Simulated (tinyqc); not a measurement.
Resistance of a tapered via with liner, size effect and interface: two steps of the calculation.

A round via whose diameter grows from db at the bottom as D(z) = db + 2 z/tan(ang). The fill, of diameter D - 2 tl, starts above the bottom liner (thickness fb tl) and has rho = rho0 (1 + ks lam/(D - 2 tl)); the sidewall liner conducts in parallel with it. The bottom liner and the interface are crossed over the full area pi db^2/4. Spreading in the lines above and below is left out.

Parameters, values chosen for the exercise; fill metal close to copper:
```
symbol,value,unit,meaning
db,37,nm,diameter at the bottom
hv,83,nm,height
ang,89,degrees,sidewall angle
rho0,1.71,uohm cm,bulk resistivity of the fill
lam,40.9,nm,mean free path of the fill
ks,1.6,,size-effect factor
tl,2.5,nm,liner on the sidewall
fb,0.5,,liner at the bottom over that on the sidewall
rl,220,uohm cm,resistivity of the liner
ri,1e-12,ohm cm^2,interface resistivity at the bottom
Sb,1.1e15,S/m^2,"ballistic conductance per area, about 3/(4 rho0 lam)"
```

Task 1. Slices of the via. Slices between z0 = fb tl and hv, evaluated at their midpoints: conductance per length pi/4 [(D - 2 tl)^2/rho + (D^2 - (D - 2 tl)^2)/rl], slice resistance = slice height over that. 6 slices.

Give: z; D; rho; slice resistance.

Result 1.

```
slice  z (nm)  D (nm)  rho (uohm cm)  slice resistance (ohm)
0      8.0625  37.281         5.1765                 0.85502
1      21.688  37.757         5.1261                 0.82246
2      35.312  38.233         5.0772                 0.79161
3      48.938  38.708         5.0297                 0.76236
4      62.562  39.184         4.9835                 0.73461
5      76.188  39.660         4.9386                 0.70826
```

Task 2. Total resistance. R_fill = sum of the slices; R_bottom = rl fb tl/(pi db^2/4); R_interface = ri/(pi db^2/4); ballistic (Sharvin) limit 1/(Sb pi (db - 2 tl)^2/4); ideal cylinder rho0 hv/(pi db^2/4).

slice resistance, slice 0 to 5 (ohm): 0.85501899  0.82245528  0.79160746  0.76236157  0.73461273  0.70826426

Give: parts; R; shares; ballistic limit; ideal cylinder.

Result 2.

parts (ohm): fill 4.6743, bottom liner 2.5576, interface 0.093005
R = 7.3250 ohm
shares (%): fill 63.814, bottom liner 34.917, interface 1.270
ballistic limit = 1.1304 ohm
ideal cylinder = 1.3200 ohm

The fill is the largest part, and R is 5.55 times the ideal cylinder. With 2000 slices R = 7.3254 ohm.

Program tinyqc, `OMP_NUM_THREADS=1 python tinyqc.py 2750184 2750185 out.jsonl`; Intel Xeon 2.30GHz, shared host, one thread, about 0.01 s.
